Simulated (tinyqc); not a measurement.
Local against global planarity over time: chemical-mechanical planarisation: Preston law, pattern density and step-height reduction. Computed by tinyqc, a small Python program. Command: `OMP_NUM_THREADS=1 python tinyqc.py 3027935 3027936 out.jsonl cmp walk`. One thread of a shared host (Intel(R) Xeon(R) Processor @ 2.30GHz), about 0.01 s of CPU time with the checks.

A row of 12 cells, repeated periodically, holds raised features that cover a share rho of each cell.

Inputs (values chosen for the exercise, close to those used for copper polishing):
```
quantity                          value  unit
Preston coefficient K           1.3e-13  1/Pa
pressure P                           35   kPa
platen and carrier speed             40   rpm
distance between the centres         15    cm
initial step height h0              450    nm
contact height h_c                  150    nm
film above the raised areas z0      870    nm
cell size                           2.3    mm
planarisation length                3.8    mm
```

local pattern densities, cell by cell: 0.8  0.3  0.9  0.1  0.8  0.2  0.1  0.8  0.6  0.7  0.5  0.7

Method:
- With equal rotation speeds the relative speed is uniform, v = omega r_c; Preston rate R0 = K P v.
- The stiff pad averages the density: rho_eff(i) = sum_j w_ij rho_j / sum_j w_ij, w = exp(-2 d^2/L^2), L the planarisation length and d the distance between cell centres, summed over all periodic images of cell j.
- While h > h_c only raised areas polish, at R0/rho_eff, until t_c = rho_eff (h0 - h_c)/R0. After that h = h_c exp(-(t - t_c)/tau), tau = rho_eff h_c/R0; low areas polish at R0 (1 - h/h_c) and raised areas at R0 [1 + (1 - rho_eff) h/(rho_eff h_c)]. Removed from raised areas after t_c: h0 - h_c + R0 (t - t_c) + (1 - rho_eff)(h_c - h); from low areas: R0 (t - t_c) - rho_eff (h_c - h). Film left = z0 less the removal from raised areas.
- Times are multiples of h0/R0; the range is the largest minus the smallest removal from raised areas.

effective densities: 0.655055  0.560931  0.569303  0.456353  0.482474  0.329665  0.317005  0.572868  0.653974  0.632612  0.603214  0.666547

blanket rate R0 = 2.85885 nm/s

Steps and range (nm):
```
multiple   t (s)  largest step  smallest step  range across the row  mean removal from raised areas
0.10       15.74        382.49         308.05                 74.44                           88.24
0.20       31.48        314.98         166.09                148.88                          176.48
0.30       47.22        247.46          64.82                195.54                          260.64
0.45       70.83        146.24          15.67                195.35                          370.10
0.60       94.44         74.45           3.79                179.53                          458.65
0.80      125.92         30.26           0.57                167.00                          559.91
1.00      157.41         12.30           0.09                161.34                          653.92
1.30      204.63          3.19           0.01                158.35                          790.72
1.70      267.59          0.53           0.00                157.47                          971.17
```

What follows from these numbers?

Local steps shrink to 0.53 nm or less, but the range across the row reaches up to 195.5 nm among these rows and ends at 157.5 nm, against the limit (largest - smallest rho_eff) h0 = 157.3 nm: once flat, all cells polish alike and the difference stays. Evener density (dummy fill), a longer planarisation length or a smaller initial step reduces it. Caution: in the last rows the removal passes z0 somewhere, so they describe a thicker film than the one given.

Extremes, crossings and ranges named in words are read from the listed rows.
